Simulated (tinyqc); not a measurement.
Inside a calculation. Method: ROHF in the 6-31g basis, for H2-, spin multiplicity 2. The basis has no diffuse functions, so it cannot describe the extra electron: this is an exercise in the method, not the real anion. One step of it, computed by the program tinyqc.

Question. Iteration 2: diagonalisation and new density. Diagonalise F' = X^T F X, C = X C', fill 2 alpha and 1 beta electrons from the bottom; D(s) = C_occ C_occ^T. Each column has its largest component positive (the first on a tie).

extrapolated F (hartree):
```
           1H 1s      1H 2s      2H 1s      2H 2s
1H 1s   0.371090  -0.427858  -0.251209  -0.316799
1H 2s  -0.427858  -0.249788  -0.316799  -0.319581
2H 1s  -0.251209  -0.316799   0.371090  -0.427858
2H 2s  -0.316799  -0.319581  -0.427858  -0.249788
```

X:
```
               1          2          3         4
1H 1s  -0.742422   0.921570   0.586263  0.284039
1H 2s   1.364835  -0.707965   0.318906  0.369739
2H 1s   0.742422   0.921570  -0.586263  0.284039
2H 2s  -1.364835  -0.707965  -0.318906  0.369739
```

Give: F' = X^T F X; orbital energies; coefficients C; D(alpha) after iteration 2; D(beta) after iteration 2.

Answer.

F' = X^T F X (hartree):
```
         1       2        3        4
1   1.3962  0.0000  -0.6061   0.0000
2   0.0000  1.5762   0.0000   0.1529
3  -0.6061  0.0000   0.3589   0.0000
4   0.0000  0.1529   0.0000  -0.4491
```

orbital energies (hartree): MO1 -0.4606, MO2 0.0798, MO3 1.5877, MO4 1.6752

coefficients C:
```
          MO1      MO2      MO3      MO4
1H 1s  0.2143   0.2220   0.9402  -0.9196
1H 2s  0.4217   0.8605  -0.6783   1.1063
2H 1s  0.2143  -0.2220   0.9402   0.9196
2H 2s  0.4217  -0.8605  -0.6783  -1.1063
```

D(alpha) after iteration 2:
```
         1H 1s    1H 2s    2H 1s    2H 2s
1H 1s   0.0952   0.2814  -0.0034  -0.1007
1H 2s   0.2814   0.9183  -0.1007  -0.5627
2H 1s  -0.0034  -0.1007   0.0952   0.2814
2H 2s  -0.1007  -0.5627   0.2814   0.9183
```

D(beta) after iteration 2:
```
        1H 1s   1H 2s   2H 1s   2H 2s
1H 1s  0.0459  0.0904  0.0459  0.0904
1H 2s  0.0904  0.1778  0.0904  0.1778
2H 1s  0.0459  0.0904  0.0459  0.0904
2H 2s  0.0904  0.1778  0.0904  0.1778
```
